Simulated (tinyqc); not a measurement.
Hueckel theory of the pi electrons with the omega technique, for the molecule BC=CC=C[CH2+] (SMILES; centres numbered as the heavy atoms are written), step by step. Computed by tinyqc, a small Python program that keeps every step. Settings: charge = 1, omega = 1.4, damping = 0.5. Command: `OMP_NUM_THREADS=1 python tinyqc.py 30212 30213 out.jsonl` (the two numbers bound the seeds that draw the settings). One thread of a shared host (Intel(R) Xeon(R) Processor @ 2.60GHz), about 0.01 s of CPU time with the checks.

## The Hueckel matrix

Centres:
```
centre  z_r, pi electrons of the neutral centre        h
1B                                            0  -1.0000
2C                                            1   0.0000
3C                                            1   0.0000
4C                                            1   0.0000
5C                                            1   0.0000
6C                                            1   0.0000
```

Bonds:
```
i  j       k
1  2  0.7000
2  3       1
3  4       1
4  5       1
5  6       1
```

H_rr = alpha + h_r beta, H_rs = k_rs beta for bonded centres.

Hueckel matrix in units of beta (H = alpha + beta A), lower triangle:
```
         1B      2C      3C      4C      5C      6C
1B  -1.0000
2C   0.7000  0.0000
3C   0.0000  1.0000  0.0000
4C   0.0000  0.0000  1.0000  0.0000
5C   0.0000  0.0000  0.0000  1.0000  0.0000
6C   0.0000  0.0000  0.0000  0.0000  1.0000  0.0000
```

## Orbitals, round 1

pi electrons, sum of z_r less the charge = 4

Diagonalise; E = alpha + x beta with beta < 0, so the largest x are filled first; degenerate levels share their electrons. P = sum n_i c_ri c_si; each orbital has its largest coefficient positive (the first on a tie).

x values: 1.7488  1.0645  0.1387  -0.7567  -1.3841  -1.8113

occupations: 2.0000  2.0000  0.0000  0.0000  0.0000  0.0000

coefficients:
```
       MO1      MO2      MO3      MO4      MO5      MO6
1B  0.0826   0.1805   0.3199   0.5389   0.6625   0.3592
2C  0.3244   0.5324   0.5204   0.1873  -0.3635  -0.4163
3C  0.5094   0.4404  -0.1517  -0.5190   0.0394   0.5026
4C  0.5665  -0.0636  -0.5415   0.2054   0.3090  -0.4941
5C  0.4813  -0.5081   0.0766   0.3636  -0.4670   0.3924
6C  0.2752  -0.4773   0.5521  -0.4805   0.3374  -0.2166
```

charge and bond-order matrix P, lower triangle:
```
         1B       2C       3C      4C      5C      6C
1B   0.0788
2C   0.2458   0.7773
3C   0.2432   0.7994   0.9070
4C   0.0706   0.2998   0.5212  0.6500
5C  -0.1039  -0.2288   0.0429  0.6100  0.9797
6C  -0.1268  -0.3297  -0.1400  0.3726  0.7500  0.6071
```

## Omega technique, round 1

h_r = h_r(0) + omega q_r, omega = 1.4, with q_r = z_r - P_rr; 0.5 of the old diagonal is kept.

matrix after round 1, lower triangle:
```
         1B      2C      3C      4C      5C      6C
1B  -1.0552
2C   0.7000  0.1559
3C   0.0000  1.0000  0.0651
4C   0.0000  0.0000  1.0000  0.2450
5C   0.0000  0.0000  0.0000  1.0000  0.0142
6C   0.0000  0.0000  0.0000  0.0000  1.0000  0.2750
```

## Orbitals, round 2

As before.

x values: 1.8877  1.1921  0.3395  -0.6762  -1.3329  -1.7101

occupations: 2.0000  2.0000  0.0000  0.0000  0.0000  0.0000

coefficients:
```
       MO1      MO2      MO3      MO4      MO5      MO6
1B  0.0754   0.1662   0.2675  -0.4832   0.6640   0.4698
2C  0.3168   0.5334   0.5330  -0.2616  -0.2635  -0.4396
3C  0.4959   0.4364  -0.0894   0.5559  -0.0726   0.4913
4C  0.5869  -0.0416  -0.5575  -0.1505   0.3649  -0.4326
5C  0.4683  -0.4758   0.0367  -0.4172  -0.5032   0.3544
6C  0.2904  -0.5189   0.5694   0.4386   0.3130  -0.1786
```

charge and bond-order matrix P, lower triangle:
```
         1B       2C       3C      4C      5C      6C
1B   0.0666
2C   0.2250   0.7698
3C   0.2198   0.7798   0.8727
4C   0.0746   0.3275   0.5458  0.6924
5C  -0.0876  -0.2110   0.0491  0.5893  0.8914
6C  -0.1287  -0.3696  -0.1649  0.3840  0.7657  0.7071
```

## Omega technique, round 2

As before.

matrix after round 2, lower triangle:
```
         1B      2C      3C      4C      5C      6C
1B  -1.0742
2C   0.7000  0.2391
3C   0.0000  1.0000  0.1217
4C   0.0000  0.0000  1.0000  0.3378
5C   0.0000  0.0000  0.0000  1.0000  0.0831
6C   0.0000  0.0000  0.0000  0.0000  1.0000  0.3425
```

## Convergence

Each round sets h_r = h_r(0) + omega (z_r - P_rr), keeping the share named as damping of the old diagonal; repeat until output and input diagonals agree to 1e-6.

Rounds:
```
round  sum n x  largest |h(out) - h(in)|
1       5.6267                  5.50e-01
2       6.1595                  1.86e-01
3       6.4454                  7.82e-02
4       6.5876                  3.79e-02
5       6.6578                  1.82e-02
6       6.6925                  9.09e-03
7       6.7096                  4.46e-03
8       6.7181                  2.21e-03
9       6.7222                  1.09e-03
10      6.7243                  5.38e-04
11      6.7253                  2.66e-04
12      6.7259                  1.31e-04
13      6.7261                  6.51e-05
14      6.7262                  3.22e-05
15      6.7263                  1.60e-05
16      6.7263                  7.92e-06
17      6.7263                  3.93e-06
18      6.7264                  1.95e-06
19      6.7264                  9.69e-07
```

Converged in 19 rounds.

## Energy, charges, bond orders

final x values: 2.0340  1.3292  0.4819  -0.5739  -1.2575  -1.6136

occupations: 2.0000  2.0000  0.0000  0.0000  0.0000  0.0000

final P, lower triangle:
```
         1B       2C       3C      4C      5C      6C
1B   0.0588
2C   0.2126   0.7770
3C   0.2062   0.7801   0.8660
4C   0.0715   0.3305   0.5480  0.7050
5C  -0.0818  -0.2152   0.0461  0.5928  0.8893
6C  -0.1210  -0.3755  -0.1690  0.3833  0.7624  0.7039
```

E = sum n x; q_r = z_r - P_rr; bond order p = P_rs; free valence = sqrt(3) - sum of p over the bonds of the atom.

pi energy = 4 alpha + this times beta = 6.7264

pi charges: 1B -0.0588, 2C 0.2230, 3C 0.1340, 4C 0.2950, 5C 0.1107, 6C 0.2961

Bond orders and lengths from R = 1.517 - 0.180 p (angstrom, C-C alone):
```
bond       p       R
1-2   0.2126       -
2-3   0.7801  1.3766
3-4   0.5480  1.4184
4-5   0.5928  1.4103
5-6   0.7624  1.3798
```

free valence of the carbons: 2C 0.7394, 3C 0.4040, 4C 0.5912, 5C 0.3769, 6C 0.9697

gap between the highest filled and the next level = 0.8473 |beta|
